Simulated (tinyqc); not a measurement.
Dielectric confinement in a thin film (image charges), step by step. Values are carried at full precision from step to step, so a last printed digit may differ when a step is redone from the rounded ones.

A film |z| < t/2 of dielectric constant eps between half-spaces of dielectric constant e2; lam = (eps - e2)/(eps + e2), q = e^2/(4 pi eps0). The self-energy of a band edge is taken with the high-frequency value, e2 = eh, and the field of a fixed ion with the static one, e2 = eo. A charge at z has images lam^|n| at n t + (-1)^n z. Its self-energy is S(z) = (q/2 eps) sum over n >= 1 of lam^n [1/(n t - 2z) + 1/(n t + 2z)] for odd n and 2 lam^n/(n t) for even n; at the centre S(0) = -(q/(eps t)) ln(1 - lam).

Constants: e^2/(4 pi eps0) = 14.39964547 eV angstrom; hbar^2/2m0 = 3.80998211 eV angstrom^2; Ry = 13.60569312 eV.

Parameters, chosen for this exercise (near those of a Si (100) film, two-fold valleys, between layers of Al2O3; shifted at random, so the results belong to these values and not to a real crystal): t = 56 angstrom (film thickness); eps = 11.6 (dielectric constant of the film); eh = 3 (high-frequency dielectric constant outside); mz = 0.941 m0 (mass across the film); eo = 9.1 (static dielectric constant outside); m = 0.188 m0 (mass in the plane).

## Images for a charge at the centre

Give lam, the first five terms (q/eps) lam^n/(n t), their sum and the closed form.

lam = 0.5890

terms (meV): 13.06  3.85  1.51  0.67  0.31

sum of five = 19.39 meV
S(0) = 19.71 meV

The surroundings screen less than the film, so the images repel and each band edge moves outwards: the gap changes by about 2 S = +39 meV. The static value 9.1 would give S(0) = +2.9 meV.

## Self-energy across the film

S at 2z/t = 0, 0.2, 0.4, 0.6, 0.8 and 0.9, summed to n = 399.

Self-energy:

| 2z/t | z (angstrom) | S (meV) |
|---|---|---|
| 0.0 | 0.0 | 19.71 |
| 0.2 | 5.6 | 20.26 |
| 0.4 | 11.2 | 22.23 |
| 0.6 | 16.8 | 27.13 |
| 0.8 | 22.4 | 43.05 |
| 0.9 | 25.2 | 75.54 |

Towards the wall S diverges as (q lam/4 eps)/(distance), an artefact of the abrupt interface that the vanishing envelope makes harmless.

## Shift of the subband edge

First order: <S> over the envelope (2/t) cos^2(pi z/t), beside the confinement energy c (pi/t)^2/mz, c = hbar^2/2m0.

<S> = 22.59 meV
confinement energy = 12.74 meV

|<S>| is 1.77 times the confinement energy; the first goes as 1/t and the second as 1/t^2, so they are equal at t = 32 angstrom.

## Binding of a donor

Donor at the centre, lam from the static eo, trial function cos(pi z/t) exp(-rho/l): E(l) = c/(m l^2) - (q/eps) times the integral over k of F(k t) (1 + (k l/2)^2)^(-3/2), with F(x) = F0 + 2 lam exp(-x) G/(1 - lam exp(-x)), F0 = 2[(1 - exp(-x/2))/x + x (1 + exp(-x/2))/(x^2 + 4 pi^2)], G = 2 sinh(x/2)[1/x - x/(x^2 + 4 pi^2)]; c = hbar^2/2m0. The binding energy is -E at the minimum, counted from the subband edge with its self-energy.

Minimise over l with and without images (lam = 0); Ry* = Ry m/eps^2.

Donor:

| case | l (angstrom) | binding (meV) | in Ry* |
|---|---|---|---|
| no images | 30.7 | 36.0 | 1.90 |
| with images | 30.2 | 41.1 | 2.16 |

Ry* = 19.01 meV

The images change the binding by +5.1 meV, against -2 (q/(eps t)) ln(1 - lam) = +5.7 meV for an orbit much smaller than t. At 300 K the binding is 1.6 kB T.

## Checks

- S(0) from the series against the closed form, meV: both 19.71.
- F(2.3) for lam = 0.5890 from a direct sum over images against the closed form: both 0.8663.

(tinyqc, `OMP_NUM_THREADS=1 python tinyqc.py 1251404 1251405 out.jsonl`, Intel(R) Xeon(R) Processor @ 2.30GHz, 1 thread, shared host, about 0.03 s.)
